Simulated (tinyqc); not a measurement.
What each parameter does: cyclotron resonance of ellipsoidal valleys, Si type.

Valleys along [100], [010], [001] (each with its opposite partner), mass ml along the axis and mt across it. B lies in the (1-10) plane, b = (sin(theta)/sqrt2, sin(theta)/sqrt2, cos(theta)). For the angle phi between B and the axis, 1/mc^2 = cos^2(phi)/mt^2 + sin^2(phi)/(mt ml). Resonance: h nu = 2 muB B/mc, h = 2 pi hbar.

Constants: hbar = 6.58211957e-16 eV s; muB = 5.788381798e-05 eV/T.

Values chosen for the exercise (near those of Si; shifted at random, so the results belong to these values and not to a real crystal): ml = 0.918 m0 (longitudinal mass); mt = 0.196 m0 (transverse mass); theta = 80 degrees (angle of B from [001] towards [110]); nu = 35 GHz (microwave frequency).

Resonance fields B = h nu mc/(2 muB) of the valleys [100] and [001].

One parameter was then changed.

Results before and after:

| case | [100] (T) | [001] (T) |
|---|---|---|
| base | 0.3177 | 0.5032 |
| changed | 0.3495 | 0.5535 |

Which of these changes was made? (a) nu = 38.5 GHz; (b) mt = 0.176 m0; (c) theta = 76 degrees; (d) ml = 1.056 m0.

Answer: (a) nu = 38.5 GHz. Of the candidates, run in turn, only this one gives the changed row.

All candidates:

| case | [100] (T) | [001] (T) |
|---|---|---|
| base | 0.3177 | 0.5032 |
| ml = 1.056 m0 | 0.3216 | 0.5346 |
| mt = 0.176 m0 | 0.2880 | 0.4734 |
| theta = 76 degrees | 0.3208 | 0.4810 |
| nu = 38.5 GHz | 0.3495 | 0.5535 |

Computed by tinyqc, a small Python program: `OMP_NUM_THREADS=1 python tinyqc.py 1280771 1280772 out.jsonl` (the numbers bound the seed that draws the inputs); one thread of a shared host (Intel(R) Xeon(R) Processor @ 2.30GHz), about 0.01 s for the whole set of steps.
